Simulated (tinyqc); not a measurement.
Comparisons within one model: k.p theory built from an empirical-pseudopotential calculation at Gamma. A value that a table varies takes the place of the one given here.

Empirical pseudopotential on the fcc lattice, atoms at +/- tau, tau = a (1,1,1)/8, no spin-orbit coupling. H(G,G') = c (2 pi/a)^2 |k + G|^2 delta + VS(q) cos(q.tau) + i VA(q) sin(q.tau), q = G - G', c = hbar^2/2m0; k and G in units of 2 pi/a; VS at |q|^2 = 3, 8, 11 and VA at 3, 4, 11, in rydberg, zero elsewhere. The basis is fixed: all 89 G with |G|^2 up to Gcut. Energies are counted from the fourth level at Gamma.

k.p in the lowest n states at Gamma: H_nm = (E_n + c k^2) delta + 2 c k.<n|G|m>, k in 1/angstrom; with all states of the basis it is exact.

Empirical pseudopotential on the fcc lattice, atoms at +/- tau, tau = a (1,1,1)/8, no spin-orbit coupling. H(G,G') = c (2 pi/a)^2 |k + G|^2 delta + VS(q) cos(q.tau) + i VA(q) sin(q.tau), q = G - G', c = hbar^2/2m0; k and G in units of 2 pi/a; VS at |q|^2 = 3, 8, 11 and VA at 3, 4, 11, in rydberg, zero elsewhere. The basis holds all G with |G|^2 up to a cut-off. Energies are counted from the fourth level at Gamma.

For a multiplet A of d_A states, W(B) = (4 c/(3 d_A)) sum over n in A, m in B and i = x, y, z of |<n|G_i|m>|^2 (G in 1/angstrom, <n|G_i|m> = sum_G c_n(G)* G_i c_m(G)); the mean inverse mass of A is 1 + sum_B W(B)/(E_A - E_B). Multiplets with W = 0 are left out.

Valence parameters: D(u) = c + 4 c^2 sum_m <n|u.G|m><m|u.G|n'>/(0 - E_m) on the valence triplet, in units of c, has eigenvalues L, M, M along [100] and (L + 2M + 2N)/3, (L + 2M - N)/3 twice along [111]; g1 = -(L + 2M)/3, g2 = -(L - M)/6, g3 = -N/6.

Constants: hbar^2/2m0 = 3.80998211 eV angstrom^2; Ry = 13.60569312 eV.

Parameters, chosen for this exercise (near those of Si; the results hold for these values, not for the real material): a = 5.43 angstrom (lattice constant); VS = (-0.211, 0.04, 0.079) Ry (symmetric form factors); VA = (0, 0, 0) Ry (antisymmetric form factors); Gcut = 19 (2 pi/a)^2 (largest |G|^2 of the fixed basis); VS3 = -0.211 Ry; VS8 = 0.04 Ry; VS11 = 0.079 Ry; VA3 = 0 Ry; VA4 = 0 Ry; VA11 = 0 Ry.

## How many bands a k.p model needs: band 5 from Gamma to L

Band 5 (counted from below) at k = f (0.5, 0.5, 0.5) 2 pi/a; n ends on whole multiplets.

Energies (eV):

| f | n = 8 | n = 15 | n = 27 | n = 89 (exact) |
|---|---|---|---|---|
| 0.000 | 3.383 | 3.383 | 3.383 | 3.383 |
| 0.125 | 3.531 | 3.348 | 3.347 | 3.347 |
| 0.250 | 3.850 | 3.080 | 3.076 | 3.073 |
| 0.375 | 4.177 | 2.749 | 2.741 | 2.734 |
| 0.500 | 4.622 | 2.446 | 2.434 | 2.420 |
| 0.625 | 5.191 | 2.205 | 2.188 | 2.165 |
| 0.750 | 5.885 | 2.038 | 2.015 | 1.979 |
| 0.875 | 6.705 | 1.949 | 1.919 | 1.867 |
| 1.000 | 7.650 | 1.941 | 1.901 | 1.829 |

What does this show?

With n = 8 the band stays within 0.05 eV of the exact one at Gamma only (error at L: +5.820 eV). With n = 15 the band stays within 0.05 eV of the exact one up to f = 0.625 (error at L: +0.112 eV). With n = 27 the band stays within 0.05 eV of the exact one up to f = 0.750 (error at L: +0.072 eV). A smaller basis can only raise a level. The exact band has its minimum on these points at f = 1.000; n = 8 puts it at f = 0.000.

## Convergence with the plane-wave basis

E_s is the lowest empty singlet, Ep its W to the valence triplet, m its mass.

Results:

| cut-off | plane waves | E_s (eV) | Ep (eV) | m (m0) | g1 | g2 | g3 |
|---|---|---|---|---|---|---|---|
| 8 | 27 | 3.822 | 21.48 | 0.1516 | 4.45 | 0.43 | 1.57 |
| 11 | 51 | 3.905 | 21.35 | 0.1552 | 4.35 | 0.48 | 1.49 |
| 12 | 59 | 3.880 | 21.33 | 0.1546 | 4.49 | 0.45 | 1.53 |
| 16 | 65 | 3.880 | 21.33 | 0.1546 | 4.53 | 0.44 | 1.54 |
| 19 | 89 | 3.860 | 21.39 | 0.1535 | 4.51 | 0.46 | 1.53 |
| 20 | 113 | 3.828 | 21.44 | 0.1522 | 4.51 | 0.47 | 1.54 |
| 24 | 137 | 3.830 | 21.45 | 0.1522 | 4.51 | 0.47 | 1.54 |

What can be read from the table?

Against the last row, E_s errs most, by +0.074 eV, at cut-off 11, and by -0.002 eV in the last row but one. Ep varies by 0.7 % over the table and m by 2.4 %: the mass, near E_s/Ep, inherits the errors of both. Local form factors fix the converged values only roughly. The gap is a difference of two levels, so it need not converge steadily, and here it does not.

## What each form factor does (empirical-pseudopotential levels)

Lowest empty singlet and triplet at Gamma and the valence width there (fixed basis); lowest empty level at X = (1,0,0) and L = (1/2,1/2,1/2) from the valence top, these levels and that top with all |k + G|^2 up to 21. Singlet and triplet count orbital degeneracy. VS3 is VS at |q|^2 = 3, and so on. The row for a keeps the form factors fixed, so it is no model of a real expansion, which changes them too. Each row changes one parameter from the base and keeps the others.

Results:

| case | singlet (eV) | triplet (eV) | X (eV) | L (eV) | width (eV) |
|---|---|---|---|---|---|
| base | 3.860 | 3.383 | 0.929 | 1.852 | 12.711 |
| a = 5.484 angstrom | 3.874 | 3.408 | 1.058 | 1.923 | 12.406 |
| VS3 = -0.201 Ry | 3.922 | 3.238 | 0.684 | 1.759 | 12.767 |
| VS8 = 0.05 Ry | 4.341 | 3.328 | 1.008 | 2.079 | 12.636 |
| VS11 = 0.089 Ry | 4.363 | 3.617 | 1.191 | 2.173 | 12.538 |
| VA3 = 0.03 Ry | 3.894 | 3.404 | 0.670 | 1.847 | 12.714 |
| VA4 = 0.03 Ry | 3.727 | 3.465 | 0.483 | 1.895 | 12.702 |
| VA11 = 0.03 Ry | 3.716 | 3.344 | 0.643 | 1.793 | 12.725 |

How do the results move?

The largest shifts from the base row, up to three for each result and ties (the steps differ in size, so this ranks the rows, not the parameters). singlet (eV): VS11 +0.503, VS8 +0.481, VA11 -0.144. triplet (eV): VS11 +0.235, VS3 -0.144, VA4 +0.083. X (eV): VA4 -0.446, VA11 -0.286, VS11 +0.263. L (eV): VS11 +0.321, VS8 +0.227, VS3 -0.093. width (eV): a -0.305, VS11 -0.173, VS8 -0.075. In a diamond crystal a small VA enters the levels at Gamma and L only in second order, by symmetry, but splits the degenerate pair at X in first order.

tinyqc: `OMP_NUM_THREADS=1 python tinyqc.py 1081598 1081599 out.jsonl`; about 0.4 s, one thread, shared Intel(R) Xeon(R) Processor @ 2.30GHz.
